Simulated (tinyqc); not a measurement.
Joule-heated wire on a substrate, fin equation: one step of the calculation.

A wire of length L loses heat along itself to two contacts and sideways to the substrate: kap A theta'' - g theta + p = 0 with theta = T - T0 and p(x) = p0 exp(-((x/L - x0)/sg)^2/2). Each end passes the heat flow theta/Rc to its contact. Constant conductivity, diffusive heat flow.

Task. The tridiagonal system. Nodes x_i = i h, h = L/10; box widths w_i = h (h/2 at the ends); c = kap A/h; equation of node i: -c theta_(i-1) + d_i theta_i - c theta_(i+1) = b_i with d_i = 2 c + g w_i, b_i = p(x_i) w_i; at the end nodes d = c + g h/2 + 1/Rc and the missing neighbour is dropped.

Values chosen for this exercise:
- kap = 23 W/(m K) (conductivity along the wire)
- A = 90 nm^2 (cross-section)
- g = 1.3 W/(m K) (conductance per length to the substrate)
- L = 200 nm (length between the contacts)
- Rc = 12 K/uW (thermal resistance of each contact)
- p0 = 0.076 uW/nm (peak heating per length)
- x0 = 0.76 (place of the hot spot as a share of L)
- sg = 0.15 (width of the hot spot as a share of L)

Wanted: c; d; b.

Result.

c = 0.10350 uW/K
d, node 0 to 10 (uW/K): [0.19983, 0.23300, 0.23300, 0.23300, 0.23300, 0.23300, 0.23300, 0.23300, 0.23300, 0.23300, 0.19983]
b, node 0 to 10 (uW): [2.0249e-6, 9.5033e-5, 0.0014299, 0.013794, 0.085325, 0.33840, 0.86055, 1.4031, 1.4669, 0.98330, 0.21131]

tinyqc, about 0.01 s, one thread, Intel Xeon 2.30GHz (shared host): `OMP_NUM_THREADS=1 python tinyqc.py 2520106 2520107 out.jsonl`
